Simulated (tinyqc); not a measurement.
From results back to parameters: overlap of hydrogenic dopants: pairs, impurity band and the Mott density. Four cases, with inputs chosen for the exercise.

Problem. Ry* = Ry m/eps^2, aB = a0 eps/m, and the Mott density is (0.26/aB)^3 (1/angstrom^3 = 1e24/cm^3). Binding energy and critical density come from a hidden mass and dielectric constant.

Constants: Ry = 13.60569312 eV; a0 (Bohr radius) = 0.5291772105 angstrom.

Case 1.

binding energy = 5.55968 meV
critical density = 1.737298e+16 1/cm^3

Case 2.

binding energy = 30.34918 meV
critical density = 2.002116e+18 1/cm^3

Case 3.

binding energy = 29.61865 meV
critical density = 1.959782e+18 1/cm^3

Case 4.

binding energy = 60.58864 meV
critical density = 9.559683e+18 1/cm^3

Find: aB; eps; m.

Solution. aB = 0.26/n^(1/3); the product Ry* aB = Ry a0/eps gives eps, and m = a0 eps/aB.

Case 1.

aB = 100.39 angstrom
eps = 12.90
m = 0.068 m0

Case 2.

aB = 20.63 angstrom
eps = 11.50
m = 0.295 m0

Case 3.

aB = 20.78 angstrom
eps = 11.70
m = 0.298 m0

Case 4.

aB = 12.25 angstrom
eps = 9.70
m = 0.419 m0

Computed by tinyqc, one run a case: `OMP_NUM_THREADS=1 python tinyqc.py N N+1 out.jsonl` with N = 1480012, 1480055, 1480110, 1480116; one thread of a shared Intel(R) Xeon(R) Processor @ 2.30GHz, about 0.01 s a run at most.
